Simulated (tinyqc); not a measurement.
Raising the sheet density: Gamma, L and X subbands of a thin body with non-parabolic valleys.

Hard walls, flat band, c = hbar^2/2m0, energies from the bulk Gamma edge. For a valley at angle theta to the normal 1/m_z = cos^2/ml + sin^2/mt and m_d = sqrt(ml mt^2/m_z). Subband n starts at E_v + e with e (1 + a e) = c (n pi/t)^2/m_z, and its density-of-states mass is taken as m_d (1 + 2 a e), without further growth at higher in-plane energy. Groups are named by valley and degeneracy.

n_i = g m/(2 pi c) kB T ln(1 + exp((EF - E_i)/kB T)), sum n_i = Ns (1e12/cm^2 = 1e-4/angstrom^2), c = hbar^2/2m0. Quantum capacitance Cq = 1602.176634 sum g m/(2 pi c) f_i in microfarad/cm^2 with f_i = 1/(1 + exp((E_i - EF)/kB T)); Cox = 34.5313/eot (one gate); C/Cox = Cq/(Cq + Cox), the centroid term left out.

Constants: hbar^2/2m0 = 3.80998211 eV angstrom^2; kB = 8.617333262e-05 eV/K.

Parameters, chosen for this exercise (near those of a thin InAs channel; not measured data): face = 100 (surface); mG = 0.0265 m0 (Gamma mass); aG = 2.27 1/eV (Gamma non-parabolicity); EL = 0.735 eV (L edge above Gamma); mL = (0.62, 0.051) m0 (L valleys (four, along <111>): ml, mt); EX = 1.043 eV (X edge above Gamma); mX = (1.132, 0.161) m0 (X valleys (three, along <100>): ml, mt); aS = 0.62 1/eV (non-parabolicity of L and X); t = 70 angstrom (body thickness); T = 300 K (temperature); eot = 10 angstrom (equivalent oxide thickness); Nl = (0.5, 1, 2, 4, 7, 11, 16) x 1e12/cm^2 (sheet densities).

Fixed thickness, n = 1 to 8 of all groups; the gate overdrive above the lowest edge is (EF - E_lowest)/e + 0.1602177 Ns/Cox in volts.

Results:
```
Ns (1e12/cm^2),EF - lowest (eV),Gamma share (%),Cq,C/Cox,overdrive (V)
0.5,0.011,100.0,2.03,0.370,0.034
1.0,0.043,100.0,2.84,0.451,0.089
2.0,0.094,100.0,3.29,0.488,0.187
7.0,0.312,100.0,5.49,0.614,0.637
11.0,0.396,100.0,9.01,0.723,0.907
16.0,0.482,99.9,9.51,0.734,1.225
```

Give the missing row, Ns (1e12/cm^2) = 4.0.

Computed row:
```
Ns (1e12/cm^2)  EF - lowest (eV)  Gamma share (%)    Cq  C/Cox  overdrive (V)
4.0                        0.189            100.0  3.40  0.496          0.375
```

The lowest subband is G1 n=1. At the highest density band filling takes 0.482 V of the 1.225 V overdrive. Cq grows from 2.0 to 9.5 microfarad/cm^2 while EF moves from +0.011 to +0.482 eV against the lowest edge; the Gamma share stays near 100 %.

Program tinyqc; command `OMP_NUM_THREADS=1 python tinyqc.py 1251783 1251784 out.jsonl`; about 0.02 s on one thread of a shared Intel(R) Xeon(R) Processor @ 2.30GHz.
